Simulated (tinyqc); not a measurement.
# From one set of inputs to another, one input at a time

Model: phonon transmission through an interface between two chains by Green functions. Computed by tinyqc, a small Python program. Command: `OMP_NUM_THREADS=1 python tinyqc.py 3016443 3016444 out.jsonl agf ladder`. One thread of a shared host (Intel(R) Xeon(R) Processor @ 2.30GHz), about 0.04 s of CPU time with the checks.

Two semi-infinite chains (masses m_1, m_2; springs k_1, k_2), motion along the chain. The central region holds the end atom of each chain and two interlayer atoms of mass m_b, joined by springs k_b. lambda = omega^2 in eV/(angstrom^2 u); nu = 15.6333042 THz x sqrt(lambda).

The inputs printed are set A. Inputs not listed in the table keep their values of set A, so the rows need not describe a real material.

Inputs (values chosen for the exercise, for two model chains):
```
quantity                          value           unit
mass m_1                           74.4              u
spring k_1                         3.99  eV/angstrom^2
mass m_2                            145              u
spring k_2                          7.1  eV/angstrom^2
junction spring k_b                1.28  eV/angstrom^2
interlayer mass m_b                 143              u
probe frequency / lower band top   0.69              -
temperature T                        50              K
```

Atoms in the interlayer: two.

Constants: nu for 1 eV/(angstrom^2 u) = 15.6333042 THz; h x 1 THz = 4.135667696 meV; k_B = 8.617333262e-05 eV/K; k_B = 1.380649e-23 J/K; h = 6.62607015e-34 J s.

Method:
- nu_max = 15.6333042 THz x 2 sqrt(k/m); impedance Z = sqrt(k m); long-wave transmission 4 Z_1 Z_2/(Z_1 + Z_2)^2; the probe frequency is the given share of the lower band top.
- In chain i, sin(q_i a/2) = nu/nu_max,i. An outgoing wave makes the next atom move as exp(i q_i a) times the end atom, so the lead adds the self-energy Sigma_i = -k_i exp(i q_i a) to the force-constant matrix; Gamma_i = -2 Im Sigma_i = 2 k_i sin(q_i a).
- A = lambda M - K - Sigma over the central atoms, with K_ii the sum of the springs at i, K_(i,i+1) = -k_b; G = inverse of A; transmission = Gamma_1 Gamma_2 |G_(first,last)|^2.
- Landauer conductance G = k_B int tau(nu) x^2 e^x/(e^x - 1)^2 d nu, x = h nu/(k_B T), from 0 to the lower band top (240 Gauss-Legendre points in s from 0 to 1, nu = nu_top sin(pi s/2)); tau is the transmission, and its thermal mean is G over the value for tau = 1 in the same window; the quantum is g_0 = pi^2 k_B^2 T/(3 h).

Each row keeps all changes above it:
```
input moved                          from    to  conductance G (pW/K)  thermal mean of the transmission  transmission
set A                                   -     -                24.230                           0.52441    2.4201e-05
temperature T (K)                      50   200                28.180                           0.31745    2.4201e-05
mass m_1 (u)                         74.4  47.2                28.346                           0.31931    3.2448e-05
junction spring k_b (eV/angstrom^2)  1.28  3.06                49.702                           0.55989    4.3364e-02
mass m_2 (u)                          145   231                46.366                           0.64198    9.9166e-01
spring k_1 (eV/angstrom^2)           3.99  3.98                46.356                           0.64183    9.9179e-01
spring k_2 (eV/angstrom^2)            7.1   7.8                45.488                           0.60359    8.0996e-01
interlayer mass m_b (u)               143   168                42.465                           0.56348    2.0394e-01
```

Conductance G goes from 24.2 to 42.5, a factor 1.75 in all. The largest single move comes from junction spring k_b (a factor 1.75), and mass m_2 works against it (a factor 0.933). Thermal mean of the transmission goes from 0.524 to 0.563, a factor 1.07 in all. The largest single move comes from junction spring k_b (a factor 1.75), and temperature T works against it (a factor 0.605). Transmission goes from 2.42e-5 to 0.204, a factor 8430 in all. The largest single move comes from junction spring k_b (a factor 1340), and interlayer mass m_b works against it (a factor 0.252). The single moves hold for this order of the switches; the total does not depend on the order.

Extremes, crossings and ranges named in words are read from the listed rows.
